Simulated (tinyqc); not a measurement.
Precursor delivery and alloy composition in metal-organic vapour-phase epitaxy: one step, computed by the program tinyqc.

Carrier gas leaves each bubbler saturated. Group-III species cross a boundary layer and react at the surface; element 2 can also desorb. The film is (1)_(1-x) (2)_x V with a zinc-blende cell.

Task: Molar flows. Temperatures in kelvin are T(C) + 273.15. Vapour pressure p_v = 10^(a - b/T); precursor flow = carrier flow x p_v/(p_b - p_v); 1 sccm = 44.615 micromol/min; V/III = hydride flow over the sum of both; gas share x_g = F2/(F1 + F2).

Inputs (values chosen for the exercise, close to those used for InGaP from TEGa and TMIn):
```
quantity,value,unit
source 1: a in log10(p/torr) = a - b/T,8.08,-
source 1: b,2162,K
source 1: bath temperature,24,C
source 1: carrier flow,3.1,sccm
source 2: a,10.52,-
source 2: b,3014,K
source 2: bath temperature,27,C
source 2: carrier flow,110,sccm
bubbler pressure p_b,1000,torr
group-V hydride flow,26,sccm
```

Give: vapour pressures; molar flows; V/III ratio; gas share x_g.

Result:

vapour pressures (torr): source 1 6.3711, source 2 3.0085

molar flows (micromol/min): F1 0.88681, F2 14.809

V/III ratio = 73.903

gas share x_g = 0.94350

The slope of F2 with the temperature of bath 2 is b ln(10)/T^2 x p_b/(p_b - p_v) = 7.7 % per kelvin.
